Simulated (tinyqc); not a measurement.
Exact and approximate size effects: heat flow across a film from the phonon Boltzmann equation in the relaxation-time approximation. Computed by tinyqc, a small Python program. Command: `OMP_NUM_THREADS=1 python tinyqc.py 3003804 3003805 out.jsonl slabbte walk`. One thread of a shared host (Intel(R) Xeon(R) Processor @ 2.30GHz), about 0.01 s of CPU time with the checks.

Two black walls, hot at x = 0 and cold at x = L, emit phonons isotropically. For one free path Lambda, with tau = x/Lambda, tau_L = L/Lambda and phi = (T - T_cold)/Delta T, energy balance gives phi(tau) = (1/2) [E2(tau) + int_0^tau_L phi(s) E1(|tau - s|) ds]; E_n are the exponential integrals. The flux over the ballistic flux C v Delta T/4 is psi = 1 - 2 int_0^tau_L phi(s) E2(s) ds, and kappa_eff/kappa = (3/4) tau_L psi. kappa = C v Lambda/3 is an input, so at fixed kappa a longer free path means a smaller C v.

Inputs (values chosen for the exercise, modelled on indium phosphide): free path Lambda_1 = 90 nm.

Free-path groups: one.

Method:
- Cut the film into n equal cells with constant phi, collocated at the centres c_i: the kernel integrates to A_ij = |E2(|c_i - e_j|) - E2(|c_i - e_(j+1)|)|/2 for cell edges e_j, and A_ii = 1 - E2(half a cell); solve (1 - A) phi = E2(c)/2; psi = 1 - 2 sum_j phi_j [E3(e_j) - E3(e_(j+1))].
- Each group is solved on its own with 150 and 300 cells, psi = (4 psi(300) - psi(150))/3, and weighted by its share of kappa.
- Two-flux: kappa_eff/kappa = sum f_i/(1 + 4 Lambda_i/(3 L)). Matthiessen with the thickness: sum f_i/(1 + Lambda_i/L). Ballistic limit: sum f_i 3 L/(4 Lambda_i).

Kappa_eff/kappa:
```
L (nm)  Boltzmann  two-flux  Matthiessen  ballistic limit
2.7      0.021869  0.022005     0.029126           0.0225
9        0.068678  0.069767     0.090909            0.075
22        0.15095   0.15493      0.19643          0.18333
54        0.30029   0.31034        0.375             0.45
140       0.52349   0.53846      0.60870           1.1667
360       0.73792      0.75          0.8                3
900       0.87562   0.88235      0.90909              7.5
2200      0.94530   0.94828      0.96070           18.333
```

What does the comparison show, and why?

The two-flux formula lies above the Boltzmann result by at most about 3.3 % (at L = 54 nm); the Matthiessen form is high by up to 33 %, since it misses the factor 3/4 of the ballistic limit. The thinnest film reaches 97 % of that limit, and the thickest, 25 Lambda_1, only 95 % of the bulk value. Rows below about 10 nm are near the phonon wavelength, where a particle picture fails.
